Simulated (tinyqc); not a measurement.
Inside a calculation. Model: diffused layer (Gaussian), carriers, mobility and sheet resistance.

tinyqc, about 0.01 s, one thread, Intel Xeon 2.30GHz (shared host): `OMP_NUM_THREADS=1 python tinyqc.py 2110164 2110165 out.jsonl` Printed values are rounded.

An n-type layer from the surface x = 0 to the junction xj, N(x) = N0 exp(-(x/Ld)^2). Local neutrality (no depletion at surface or junction, no spilling of carriers), intrinsic carriers neglected, full ionisation of active dopants.

Inputs (values chosen for the exercise); values close to those of arsenic in silicon over a p-type background: temperature T = 350 K; background doping of the opposite type Nb = 1.7e14 cm^-3; peak chemical concentration N0 = 3.5e18 cm^-3; mobility limit at high doping m1 = 54.1 cm^2/(V s); mobility limit at low doping, at 300 K m2 = 1400 cm^2/(V s); reference doping of the mobility law Nr = 9.31e16 cm^-3; exponent of the mobility law am = 0.699; temperature exponent of m2 bt = 1.9; solubility limit of active dopant Ns = 1.97e20 cm^-3; diffusion length 2 sqrt(D t) Ld = 7.6 nm.

Constants: q = 1.602176634e-19 C. Results are converted to the units shown.

Range of the model: The layer is thin and light enough that depletion at the surface and the junction, left out here, would remove a good share of its carriers.

## Junction depth and local values

xj = Ld sqrt(ln(N0/Nb)); 12 equal steps from 0 to xj. Active dopant A = min(N, Ns); n = A - Nb; mobility mu = m1 + (m2 (T/300 K)^(-bt) - m1)/(1 + ((A + Nb)/Nr)^am).

xj = 23.9520 nm

```
point,x (nm),N (cm^-3),A (cm^-3),n (1e18 cm^-3),mu (cm^2/(V s))
0,0.0000,3.5e18,3.5e18,3.49983,126.826
1,1.9960,3.26672e18,3.26672e18,3.26655,130.142
2,3.9920,2.65611e18,2.65611e18,2.65594,140.938
3,5.9880,1.88134e18,1.88134e18,1.88117,162.030
4,7.9840,1.16085e18,1.16085e18,1.16068,199.012
5,9.9800,6.23987e17,6.23987e17,0.62382,261.261
6,11.9760,2.92189e17,2.92189e17,0.29202,361.192
7,13.9720,1.19190e17,1.19190e17,0.11902,506.427
8,15.9680,4.23549e16,4.23549e16,0.04218,681.657
9,17.9640,1.31116e16,1.31116e16,0.01294,842.446
10,19.9600,3.53589e15,3.53589e15,0.00337,950.401
11,21.9560,8.30672e14,8.30672e14,0.00066,1004.57
12,23.9520,1.7e14,1.7e14,0.00000,1025.34
```

The mobility runs from 127 to 1030 cm^2/(V s).

## Sheet quantities by the trapezoid rule

Dose = integral of N, carrier sheet density = integral of n, 1/Rs = q integral of n mu, mean mobility 1/(q Rs sheet density), Hall mobility (unit Hall factor) = integral of n mu^2 over integral of n mu, Hall sheet density = (integral of n mu)^2/integral of n mu^2; all from 0 to xj.

dose = 2.3573e12 cm^-2
carrier sheet density = 2.3569e12 cm^-2
Rs = 16207 ohm/square
mean mobility = 163.40 cm^2/(V s)
Hall mobility = 194.50 cm^2/(V s)
Hall sheet density = 1.9800e12 cm^-2

Carriers make up 100 % of the dose. A Hall measurement weights the mobile tail, so its sheet density is 16 % below the true one. With 4000 steps Rs = 16210 ohm/square; the coarse value is within 0.01 % of it.
